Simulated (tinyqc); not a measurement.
Inside a calculation. Method: UHF in the 6-31g basis, for H4, spin multiplicity 3. This run ends on a higher stationary point, not on the lowest solution. One step of it, computed by the program tinyqc.

Question. Orthogonalisation. S = U s U^T; symmetric (Loewdin) form X = U s^(-1/2) U^T, so that X^T S X = 1.

overlap S:
```
          1H 1s     1H 2s     2H 1s     2H 2s     3H 1s     3H 2s     4H 1s     4H 2s
1H 1s  1.000000  0.658292  0.146502  0.335356  0.000243  0.025885  0.000000  0.000710
1H 2s  0.658292  1.000000  0.335356  0.661013  0.025885  0.136238  0.000710  0.014638
2H 1s  0.146502  0.335356  1.000000  0.658292  0.069393  0.251645  0.000243  0.025885
2H 2s  0.335356  0.661013  0.658292  1.000000  0.251645  0.554044  0.025885  0.136238
3H 1s  0.000243  0.025885  0.069393  0.251645  1.000000  0.658292  0.146502  0.335356
3H 2s  0.025885  0.136238  0.251645  0.554044  0.658292  1.000000  0.335356  0.661013
4H 1s  0.000000  0.000710  0.000243  0.025885  0.146502  0.335356  1.000000  0.658292
4H 2s  0.000710  0.014638  0.025885  0.136238  0.335356  0.661013  0.658292  1.000000
```

Give: eigenvalues of S; X.

Answer.

eigenvalues of S: 0.071  0.204  0.339  0.397  0.871  1.123  2.081  2.914

X:
```
        1H 1s   1H 2s   2H 1s   2H 2s   3H 1s   3H 2s   4H 1s   4H 2s
1H 1s   1.254  -0.500   0.004   0.015  -0.010   0.029   0.000  -0.010
1H 2s  -0.500   1.634   0.066  -0.752  -0.015   0.283  -0.010  -0.096
2H 1s   0.004   0.066   1.277  -0.599   0.015   0.090  -0.010  -0.015
2H 2s   0.015  -0.752  -0.599   2.117   0.090  -0.874   0.029   0.283
3H 1s  -0.010  -0.015   0.015   0.090   1.277  -0.599   0.004   0.066
3H 2s   0.029   0.283   0.090  -0.874  -0.599   2.117   0.015  -0.752
4H 1s   0.000  -0.010  -0.010   0.029   0.004   0.015   1.254  -0.500
4H 2s  -0.010  -0.096  -0.015   0.283   0.066  -0.752  -0.500   1.634
```
